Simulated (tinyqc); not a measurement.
On-chip interconnect, size-dependent resistivity and RC delay: one step of the calculation.

A rectangular line between two neighbours and two ground planes. Surface and grain-boundary scattering are added to the bulk resistivity as corrections; capacitances are parallel-plate values without fringing; inductance is ignored.

Question. Resistivity, resistance and capacitance per length. Metal width x = wd - 2 tl, height y = AR wd - tl; grain boundaries (Mayadas-Shatzkes): al = (lam/(gr x)) Rg/(1 - Rg), g = 1/[1 - 3 al/2 + 3 al^2 - 3 al^3 ln(1 + 1/al)] - 1; surfaces (Fuchs-Sondheimer, thick limit): s = (3/8) lam (1 - ps)(1/x + 1/y); rho = rho0 (1 + g + s); r = rho/(x y); c = eps0 ek (2 wd/hd + 2 Mf AR wd/sp).

Values chosen for this exercise; metal values close to those of tungsten: bulk resistivity rho0 = 5.4 uohm cm; bulk mean free path lam = 15.3 nm; specular share of surface scattering ps = 0; reflection coefficient of grain boundaries Rg = 0.18; grain size over the metal width gr = 1; drawn line width wd = 17 nm; aspect ratio, height over width AR = 1.3; liner on both walls and the bottom, not conducting tl = 0.6 nm; space to the neighbouring lines sp = 17 nm; dielectric height to the planes above and below hd = 39 nm; relative permittivity of the dielectric ek = 3.9; Miller factor of the neighbours Mf = 2.

Constants: eps0 = 8.8541878128e-12 F/m. Results are converted to the units shown.

Wanted: x; y; al; g; s; rho; r; c.

Answer.

x = 15.80 nm
y = 21.50 nm
al = 0.2126
g = 0.3046
s = 0.6300
rho = 10.45 uohm cm
r = 307.5 ohm/um
c = 0.2097 fF/um

Computed by the program tinyqc: `OMP_NUM_THREADS=1 python tinyqc.py 2100036 2100037 out.jsonl`, one thread of a shared Intel Xeon 2.30GHz, about 0.01 s for the whole run.
